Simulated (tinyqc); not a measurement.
Worked calculation: Luttinger-Kohn k.p, four valence bands. Computed by tinyqc, a small Python program that keeps every step. Settings: g1 = 15.55, g2 = 4.53, g3 = 6.31. Command: `OMP_NUM_THREADS=1 python tinyqc.py 26116 26117 out.jsonl` (the two numbers bound the seeds that draw the settings). One thread of a shared host (Intel(R) Xeon(R) Processor @ 2.60GHz), about 0.01 s of CPU time with the checks.

## Bloch Hamiltonian at k

Luttinger parameters chosen for this model; energies are counted downward from the top of the valence band:
```
parameter,value,unit
g1,15.550000,
g2,4.530000,
g3,6.310000,
```

k point k (1/angstrom): -0.03100  -0.02100  0.03100

P = c g1 k^2, Q = c g2 (kx^2 + ky^2 - 2 kz^2), R = c sqrt3 [-g2 (kx^2 - ky^2) + 2i g3 kx ky], S = 2 c sqrt3 g3 (kx - i ky) kz, c = hbar^2/2m = 3.809982 eV angstrom^2; rows [P+Q, -S, R, 0], [-S*, P-Q, 0, R], [R*, 0, P-Q, S], [0, R*, S*, P+Q]. The path ends lie at |k| = 0.04 1/angstrom.

H(k) at k (eV), lower triangle (Hermitian):
```
,3/2,1/2,-1/2,-3/2
3/2,0.13102
1/2,0.08003+0.05422i,0.14897
-1/2,-0.01554-0.05422i,0.00000,0.14897
-3/2,0.00000,-0.01554-0.05422i,-0.08003-0.05422i,0.13102
```

## Levels at k

Diagonalise the Hermitian matrix.

eigenvalues (eV): 0.02772  0.02772  0.25227  0.25227

## Bands along a path

The same steps at evenly spaced points between the labelled ones.

Bands along the path (eV):
```
k,band 1,band 2,band 3,band 4
[111],0.01786,0.01786,0.17172,0.17172
[111]-G 0.33,0.00794,0.00794,0.07632,0.07632
[111]-G 0.67,0.00198,0.00198,0.01908,0.01908
G,0.00000,0.00000,0.00000,0.00000
G-[100] 0.33,0.00440,0.00440,0.01667,0.01667
G-[100] 0.67,0.01758,0.01758,0.06668,0.06668
[100],0.03956,0.03956,0.15002,0.15002
```

## Hole masses

E = c [g1 k^2 -/+ 2 sqrt(g2^2 k^4 + 3 (g3^2 - g2^2)(kx^2 ky^2 + ky^2 kz^2 + kz^2 kx^2))] with c = hbar^2/2m, and m* = hbar^2 k^2 / (2 E).

Masses (electron masses):
```
direction,heavy,light
[100],0.15408,0.04063
[110],0.26888,0.03652
[111],0.34130,0.03550
```
